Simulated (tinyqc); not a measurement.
Inside a calculation. Model: chemically amplified photoresist: aerial image, acid generation, bake, development and line width. Computed by tinyqc, a small Python program that keeps every step. Command: `OMP_NUM_THREADS=1 python tinyqc.py 3025931 3025932 out.jsonl resist walk`. One thread of a shared host (Intel(R) Xeon(R) Processor @ 2.30GHz), about 0.02 s of CPU time with the checks. Intermediate numbers are printed to about 6 digits and carried at full precision; extremes and crossings named in words are read from the listed rows.

Lines and spaces of pitch p with a two-beam-like image; x = 0 is the middle of the bright space. The resist is positive and treated as uniform in depth.

Inputs (values chosen for the exercise, for a model resist at 193 nm): pitch p = 110 nm; image contrast c = 0.67; mean dose E = 18.3 mJ/cm^2; Dill parameter C = 0.018 cm^2/mJ; quencher load q, relative to the acid generator = 0.18; acid diffusivity D = 0.18 nm^2/s; bake time t = 90 s; amplification rate k_amp = 0.056 1/s; threshold protection m_th = 0.48; development selectivity n = 12; largest rate r_max = 850 nm/s; smallest rate r_min = 0.052 nm/s; resist thickness d = 120 nm; development time t_d = 45 s; photon energy = 6.42 eV; absorption coefficient alpha = 0.71 1/um.

## Acid image and its blur

Dose E(x) = E [1 + c cos(2 pi x/p)]; acid h = 1 - exp(-C E(x)). Bake: the acid image is blurred by a Gaussian of variance sigma^2 = 2 D t (each Fourier term k of h, taken on 64 points, is multiplied by exp(-4 pi^2 k^2 D t/p^2)). Cosine coefficients: h(x) = sum_k h_k cos(2 pi k x/p).

diffusion length sigma = sqrt(2 D t) = 5.69210 nm

h_0 to h_4 before the bake: [0.271859, 0.159729, -0.008795, 0.000323, -0.000009]

h_0 to h_4 after the blur: [0.271859, 0.151506, -0.007119, 0.000201, -0.000004]

blur factor of the first harmonic = 0.948517

sigma/p = 0.052; the blur keeps 95 % of the modulation.

## From image to dissolution rate

The quencher then removes q, h_eff = max(h_blurred - q, 0); protection m = exp(-k_amp t h_eff). Mack rate r = r_max (a + 1)(1 - m)^n/(a + (1 - m)^n) + r_min, a = ((n + 1)/(n - 1))(1 - m_th)^n.

Across half a pitch:
```
x/p   x (nm)  dose (mJ/cm^2)  blurred acid  protection m  rate (nm/s)
0.00     0.0         30.5610      0.416442       0.30371  8.21232e+02
0.05     5.5         29.9609      0.410306       0.31325  8.16184e+02
0.10    11.0         28.2194      0.392170       0.34324  7.93532e+02
0.15    16.5         25.5068      0.362923       0.39775  7.07009e+02
0.20    22.0         22.0889      0.324272       0.48329  3.73778e+02
0.25    27.5         18.3000      0.278974       0.60724  2.41535e+01
0.30    33.0         14.5111      0.230961       0.77349  8.55829e-02
0.35    38.5         11.0932      0.185200       0.97413  5.20000e-02
0.40    44.0          8.3806      0.147153       1.00000  5.20000e-02
0.45    49.5          6.6391      0.121890       1.00000  5.20000e-02
0.50    55.0          6.0390      0.113029       1.00000  5.20000e-02
```

The dose varies by a factor 5.06 across the pattern and the rate by 15800.

## Space width and dose latitude

Edge: vertical development clears the film where r t_d >= d; the space width is twice the x where r = d/t_d. Dose sensitivity = d ln(width)/d ln E from widths at 1.005 E and E/1.005; image log-slope at the edge = |d ln E/dx|, normalised by the width (NILS); latitude for 10 % of width = 10 %/sensitivity.

space width = 59.7761 nm

dose sensitivity = 0.839725

NILS = 2.49359

dose latitude = 11.9087 %

At the same width a resist without blur would give a sensitivity 2/NILS = 0.802; the blur multiplies it by 1.05. Caution: lateral development, standing waves and the joint diffusion of acid and quencher are left out, so widths are indicative.

## Photon statistics at the edge

The edge lies at x = width/2. Absorbed photons per volume N = E(edge) alpha/(photon energy), 1 mJ/cm^2 = 62.41509 eV/nm^2, alpha in 1/nm; a Gaussian blur averages over a volume V = (2 sqrt(pi) sigma)^3; relative noise 1/sqrt(N V); edge noise sigma_x = (dh/d ln E) noise/|dh/dx|, with both derivatives of the blurred acid at the edge.

absorbed photons N = 0.114809 1/nm^3

photons in the blur volume = 943.210

edge noise from photons = 0.817183 nm

Caution: the noise counts photons alone (acid and quencher statistics add to it) and takes the film as thicker than the blur; a thinner film averages in two dimensions only.

## Blur against noise

For each sigma the edge is held at x = p/4; N is taken at the mean dose; edge noise = (dh/d ln E)/(sqrt(N V) |dh/dx|), both derivatives taken of the blurred acid, V = (2 sqrt(pi) sigma)^3, N = E alpha/(photon energy), 1 mJ/cm^2 = 62.41509 eV/nm^2.

Trade-off:
```
sigma/p  sigma (nm)  blur factor  photons in V  edge noise (nm)
0.02            2.2     0.992135   5.99166e+01          3.39466
0.04            4.4     0.968911   4.79332e+02          1.22109
0.07            7.7     0.907808   2.56892e+03          0.55478
0.10           11.0     0.820869   7.48957e+03          0.35364
0.14           15.4     0.679167   2.05514e+04          0.25377
0.18           19.8     0.527530   4.36792e+04          0.22207
0.22           24.2     0.384667   7.97489e+04          0.22455
0.27           29.7     0.237168   1.47417e+05          0.26754
0.33           36.3     0.116531   2.69153e+05          0.40289
```

The noise is least near sigma/p = 0.18 among these rows. More diffusion averages over more photons (noise falls as sigma^(-3/2)) until it erases the image slope (factor exp(-2 pi^2 sigma^2/p^2)); for a pure cosine the two balance at sigma/p = sqrt(3/8)/pi = 0.195. Caution: for a film thinner than the blur the noise falls as 1/sigma only, and the optimum moves to sigma/p = 1/(2 pi) = 0.159.

Checks made by the program: sensitivity 2/NILS in the limit of no diffusion (relative difference 1e-06).
